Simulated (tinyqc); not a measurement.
Sheet resistance and Hall data of a diffused or implanted layer: one step, computed by the program tinyqc. Command: `OMP_NUM_THREADS=1 python tinyqc.py 3013684 3013685 out.jsonl layer walk`. One thread of a shared host (Intel(R) Xeon(R) Processor @ 2.30GHz), about 0.01 s of CPU time with the checks.

Carriers are taken equal to the net active doping down to the junction (full ionisation, which deep dopants in wide-gap hosts do not reach; no spill-over, no depletion), and the Hall factor is 1.

Question. What the probes read. Collinear four-point probe on a large thin layer: V = I R_s ln(2)/pi. Van der Pauw on a symmetric sample: R = R_s ln(2)/pi as well. Hall voltage V_H = I B/(e x Hall sheet density); tangent of the Hall angle V_H/(I R_s).

Inputs (values chosen for the exercise, modelled on phosphorus in silicon): probe current I = 1 mA; magnetic field B = 0.3 T.

Profile: buried Gaussian (implant). Activation: complete.

sheet resistance R_s = 71.50794 ohm

Hall sheet density = 6.988676e+14 1/cm^2

Constants: e = 1.602176634e-19 C.

Give: four-point voltage; Hall voltage; tangent of the Hall angle.

Answer.

four-point voltage = 15.78 mV

Hall voltage = 0.2679 mV

tangent of the Hall angle = 0.003747
